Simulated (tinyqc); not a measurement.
From results back to parameters: effective mass of the conduction band from tabulated energies. Three cases, with inputs chosen for the exercise.

Problem. A band follows E (1 + alpha E) = c k^2/m, c = hbar^2/2m0. Its energies at two wave vectors are given.

Constants: hbar^2/2m0 = 3.80998211 eV angstrom^2.

Case 1.

Values chosen (out of a larger set: band of an eight-band Kane model near InAs; not measured data): k12 = (0.0069, 0.0184) 1/angstrom (two wave vectors).

energies (meV): 6.98032  44.95850

Case 2.

Values chosen (out of a larger set: band of an eight-band Kane model near CdTe; not measured data): k12 = (0.0183, 0.0488) 1/angstrom (two wave vectors).

energies (meV): 13.12726  89.10567

Case 3.

Values chosen (out of a larger set: band of an eight-band Kane model near GaAs; not measured data): k12 = (0.0276, 0.0736) 1/angstrom (two wave vectors).

energies (meV): 42.62530  260.94208

Find: y = c k^2/E; m; alpha.
Solution. y = m + m alpha E is a straight line through the two points.

Case 1.

y = c k^2/E (m0): 0.02599  0.02869
m = 0.0255 m0
alpha = 2.79 1/eV

Case 2.

y = c k^2/E (m0): 0.09720  0.10183
m = 0.0964 m0
alpha = 0.63 1/eV

Case 3.

y = c k^2/E (m0): 0.06809  0.07909
m = 0.0659 m0
alpha = 0.76 1/eV

Computed by tinyqc, one run a case: `OMP_NUM_THREADS=1 python tinyqc.py N N+1 out.jsonl` with N = 1880756, 1880769, 1880943; one thread of a shared Intel(R) Xeon(R) Processor @ 2.30GHz, about 0.01 s a run at most.
